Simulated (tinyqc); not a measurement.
Deep level with several charge states, and Shockley-Read-Hall recombination: one step. The neutral state. Three cases, with inputs chosen for the exercise.

Task: Solve for EF.

Energies from Ev. The defect has charge states +1, 0, -1 with weights 1, gm exp((EF - E1)/kT), exp((2 EF - E1 - E2)/kT); the shares are the weights over their sum. Boltzmann carriers: n = Nc exp((EF - Eg)/kT), p = Nv exp(-EF/kT). Neutrality: p - n + Nd + Nt <q> = 0.

Constants: kB = 8.617333262e-05 eV/K.

Give: EF; shares at EF; n; p.

Case 1.

Values chosen (gap and densities of states near those of Si at this temperature; the results hold for these values, not for the real material): Eg = 1.128 eV (gap); Nc = 2.71e+19 1/cm^3 (conduction-band density of states); Nv = 1.15e+19 1/cm^3 (valence-band density of states); T = 300 K; E1 = 0.92 eV (level (+1/0) above Ev); E2 = 0.792 eV (level (0/-1) above Ev); gm = 2 (degeneracy of the middle state, the others 1); Nt = 2.3e+16 1/cm^3 (defects); Nd = -8.3e+16 1/cm^3 (ionised shallow donors minus acceptors).

Result:

EF = 0.1359 eV

shares at EF: +1 1.000, 0 0.000, -1 0.000

n = 583 1/cm^3
p = 6.00e+16 1/cm^3

Without the defects the majority density would be 8.30e+16 1/cm^3; with them the density of these carriers is 6.00e+16, so they compensate part of the doping. Most defects are in the state +1. The level order is inverted (negative U), so the middle state is never the most common.

Case 2.

Values chosen (gap and densities of states near those of Si at this temperature; the results hold for these values, not for the real material): Eg = 1.132 eV (gap); Nc = 2.06e+19 1/cm^3 (conduction-band density of states); Nv = 8.72e+18 1/cm^3 (valence-band density of states); T = 250 K; E1 = 0.883 eV (level (+1/0) above Ev); E2 = 0.708 eV (level (0/-1) above Ev); gm = 2 (degeneracy of the middle state, the others 1); Nt = 6.9e+14 1/cm^3 (defects); Nd = 1.4e+14 1/cm^3 (ionised shallow donors minus acceptors).

Result:

EF = 0.7999 eV

shares at EF: +1 0.393, 0 0.017, -1 0.590

n = 4.15e+12 1/cm^3
p = 654 1/cm^3

Without the defects the majority density would be 1.40e+14 1/cm^3; with them the density of these carriers is 4.15e+12, so the defects have removed nearly all of those carriers. Most defects are in the state -1. The level order is inverted (negative U), so the middle state is never the most common.

Case 3.

Values chosen (gap and densities of states near those of Si at this temperature; the results hold for these values, not for the real material): Eg = 1.095 eV (gap); Nc = 4.08e+19 1/cm^3 (conduction-band density of states); Nv = 1.78e+19 1/cm^3 (valence-band density of states); T = 400 K; E1 = 0.407 eV (level (+1/0) above Ev); E2 = 0.679 eV (level (0/-1) above Ev); gm = 2 (degeneracy of the middle state, the others 1); Nt = 2.5e+14 1/cm^3 (defects); Nd = -4.2e+13 1/cm^3 (ionised shallow donors minus acceptors).

Result:

EF = 0.4675 eV

shares at EF: +1 0.079, 0 0.920, -1 0.001

n = 5.07e+11 1/cm^3
p = 2.29e+13 1/cm^3

Without the defects the majority density would be 4.23e+13 1/cm^3; with them the density of these carriers is 2.29e+13, so they compensate part of the doping. Most defects are in the state 0.

Computed by tinyqc, one run a case: `OMP_NUM_THREADS=1 python tinyqc.py N N+1 out.jsonl` with N = 1651081, 1651196, 1651240; one thread of a shared Intel(R) Xeon(R) Processor @ 2.30GHz, about 0.01 s a run at most.
